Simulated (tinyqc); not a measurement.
## Doping from resistivity

Inverse problem. A uniform, uncompensated and fully ionised sample has rho = 1/(q N mu), mu = m1 + (m2 (T/300 K)^(-bt) - m1)/(1 + (N/Nr)^am). Find N, mu and the diffusion coefficient mu Vt.

Inputs (values chosen for the exercise): temperature T = 300 K; mobility limit at high doping m1 = 67.3 cm^2/(V s); mobility limit at low doping, at 300 K m2 = 1430 cm^2/(V s); reference doping of the mobility law Nr = 9.23e16 cm^-3; exponent of the mobility law am = 0.684; temperature exponent of m2 bt = 2.4.

Constants: q = 1.602176634e-19 C, kB = 1.380649e-23 J/K, Vt = kB T/q. Results are converted to the units shown.

resistivity = 0.036569692 ohm cm

Answer. With am below 1 the product N mu rises steadily with N, so one doping matches; it is found by iterating N = 1/(q rho mu(N)).

N = 3.90e17 cm^-3
mu = 438 cm^2/(V s)
diffusion coefficient = 11.3 cm^2/s

Computed by the program tinyqc: `OMP_NUM_THREADS=1 python tinyqc.py 2110030 2110031 out.jsonl`, one thread of a shared Intel Xeon 2.30GHz, about 0.01 s for the whole run.
